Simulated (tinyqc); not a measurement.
# Short-channel transistor, virtual-source model with series resistance: supply voltage at a fixed off current

The current per gate width is the charge at the top of the source barrier (the virtual source) times its velocity times a saturation function; al and be are fitting constants of the model. Units: I in uA/um, Rs in ohm um, so I Rs = 1e-6 I Rs in volts; Q in uC/cm^2, so I = 1e-4 Q vx0 Fsat with vx0 in cm/s.

Intrinsic voltages Vg' = Vgs - I Rs, Vd' = Vds - 2 I Rs. n = n0 + nd Vd', VT = VT0 - dl Vd', Ff = 1/(1 + exp((Vg' - VT + al Vt/2)/(al Vt))), Q = Cinv n Vt ln(1 + exp((Vg' - VT + al Vt Ff)/(n Vt))), Vdsat = (vx0 L/mu)(1 - Ff) + Vt Ff, Fsat = u/(1 + u^be)^(1/be) with u = Vd'/Vdsat, and I = Q vx0 Fsat per width. I is solved self-consistently. For each supply Vdd, VT0 is set so that I(Vgs = 0, Vds = Vdd) = 1 nA/um; Ion = I(Vdd, Vdd); C = Cinv L + 0.73 fF/um of parasitic capacitance; delay C Vdd/Ion, energy C Vdd^2.

Inputs (values chosen for the exercise):

| symbol | value | unit | meaning |
|---|---|---|---|
| T | 300 | K | temperature |
| Cinv | 3.05 | uF/cm^2 | inversion capacitance |
| vx0 | 3.65e7 | cm/s | velocity at the virtual source |
| mu | 140 | cm^2/(V s) | apparent mobility |
| L | 25 | nm | channel length |
| dl | 0.074 | V/V | drain-induced barrier lowering |
| n0 | 1.44 |  | subthreshold factor |
| nd | 0.1 | 1/V | growth of n with drain voltage |
| al | 3.5 |  | threshold shift (in units of Vt) from weak to strong inversion |
| be | 1.4 |  | sharpness of saturation |
| Rs | 150 | ohm um | series resistance of each contact |

Constants: q = 1.602176634e-19 C, kB = 1.380649e-23 J/K, Vt = kB T/q. Results are converted to the units shown.

Supply voltage at a fixed off current:

| Vdd (V) | VT0 (V) | Ion (uA/um) | delay (ps) | energy (fJ/um) |
|---|---|---|---|---|
| 0.4 | 0.6152 | 18.50 | 32.27 | 0.2388 |
| 0.5 | 0.6263 | 90.94 | 8.206 | 0.3731 |
| 0.6 | 0.6375 | 246.0 | 3.641 | 0.5373 |
| 0.7 | 0.6486 | 460.8 | 2.267 | 0.7313 |
| 0.8 | 0.6596 | 709.9 | 1.682 | 0.9552 |
| 0.9 | 0.6707 | 979.0 | 1.372 | 1.209 |
| 1 | 0.6817 | 1261 | 1.184 | 1.492 |
| 1.1 | 0.6928 | 1551 | 1.058 | 1.806 |

The VT0 needed rises from 0.615 to 0.693 V and Ion rises from 18.5 to 1550 uA/um. The delay falls from 32.3 to 1.06 ps, while the energy grows as Vdd^2. Going from 0.4 to 0.5 V changes the delay by -75 %, going from 1 to 1.1 V by -11 %.

Program tinyqc, `OMP_NUM_THREADS=1 python tinyqc.py 2380135 2380136 out.jsonl`; Intel Xeon 2.30GHz, shared host, one thread, about 0.02 s.
